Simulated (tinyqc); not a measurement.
Minimum-mode following (dimer method) and harmonic rate on a two-dimensional model surface: one step, computed by the program tinyqc. Command: `OMP_NUM_THREADS=1 python tinyqc.py 3023443 3023444 out.jsonl dimer walk`. One thread of a shared host (Intel(R) Xeon(R) Processor @ 2.30GHz), about 0.01 s of CPU time with the checks.

V(x, y) = -A (cos kx + cos ky) - B cos kx cos ky + (C sin ky + S sin kx)(1 - cos kx), k = 2 pi/a; the atom hops from the minimum at (0, 0) to that at (a, 0).

Task: Dimer step 1. Dimer at R with unit axis N = (cos phi, sin phi) and normal T = (-sin phi, cos phi). Gradients g at R +/- delta N and at R +/- delta T give H N and H T by central differences, (g+ - g-)/(2 delta). With C_N = N.H N, C_T = T.H T and b = T.H N, rotate by theta = (1/2) atan2(-2b, C_T - C_N), the angle of least curvature C = (C_N + C_T)/2 - sqrt((C_N - C_T)^2/4 + b^2). Translate along F = -g + 2 (g.N) N if C < 0, else along F = (g.N) N, with the new axis: R(new) = R + eta F, the move limited to 0.2 angstrom.

Inputs (values chosen for the exercise, for a model surface):
```
quantity,value,unit
amplitude A,0.33,eV
amplitude B,0.11,eV
skew C,0.13,eV
asymmetry S,-0.017,eV
period a,2.6,angstrom
half length delta,0.005,angstrom
step factor eta,0.2,angstrom^2/eV
```

Surface: adatom on a square lattice.

R at the start (angstrom): [1.036357, -0.209774]

phi at the start = 25 degrees

Give: C_N, C_T, b; rotation theta; phi after step 1; least curvature C; gradient g; effective force F; R after step 1.

Result:

C_N, C_T, b (eV/angstrom^2): [-0.412, 0.855, 1.658]

rotation theta = -34.55 degrees

phi after step 1 = -9.546 degrees

least curvature C = -1.553 eV/angstrom^2

gradient g (eV/angstrom): [0.5670, 0.2120]

effective force F (eV/angstrom): [0.4664, -0.3858]

R after step 1 (angstrom): [1.130, -0.287]

The curvature is negative, so the force along the axis is inverted.
